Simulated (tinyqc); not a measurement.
Which pair of peaks is best: composition and strain of an epitaxial Si(1-x)Ge(x) layer from Raman and X-ray peaks. Computed by tinyqc, a small Python program. Command: `OMP_NUM_THREADS=1 python tinyqc.py 3031221 3031222 out.jsonl epiraman walk`. One thread of a shared host (Intel(R) Xeon(R) Processor @ 2.30GHz), about 0.01 s of CPU time with the checks.

A (001) layer, biaxially strained in the plane. The Raman peaks follow empirical lines omega = w0 + c1 x + c3 x^3 + b eps (c3 for Si-Ge alone), with eps the in-plane strain.

Inputs (values chosen for the exercise, modelled on silicon-germanium):

| quantity | value | unit |
|---|---|---|
| Ge fraction x | 0.55 | - |
| Si-Si: c1 | -69.3 | 1/cm |
| Si-Si: strain coefficient b | -753 | 1/cm |
| Si-Ge: c1 | 23.9 | 1/cm |
| Si-Ge: c3 | -33.5 | 1/cm |
| Si-Ge: strain coefficient b | -558 | 1/cm |
| Ge-Ge: c1 | 19.3 | 1/cm |
| Ge-Ge: strain coefficient b | -445 | 1/cm |
| uncertainty of a Raman peak | 0.3 | 1/cm |

Substrate: silicon.

Method. For each pair invert J = [d omega/dx, d omega/d eps] at the true x. Independent errors of the given size in both peaks give sigma_x and sigma_eps = uncertainty x (norm of the rows of the inverse of J).

Error propagation:

| pair | det J | sigma_x | sigma_eps (per mille) |
|---|---|---|---|
| Si-Si and Si-Ge | 33.774 | 0.0083249 | 0.61827 |
| Si-Si and Ge-Ge | 45.3714 | 0.0057833 | 0.47566 |
| Si-Ge and Ge-Ge | 13.662 | 0.015672 | 0.44719 |

What does the comparison show, and why?

The pair Si-Si and Ge-Ge fixes x best (sigma_x = 0.0058) and Si-Ge and Ge-Ge worst (0.016), a factor 2.7. Strain moves all peaks the same way, so a good pair needs different ratios of composition slope to strain coefficient, best of opposite sign; the slopes here are -69.3, -6.5 and 19.3 per cm for Si-Si, Si-Ge and Ge-Ge. Errors in the coefficients themselves are not counted.

Extremes, crossings and ranges named in words are read from the listed rows.
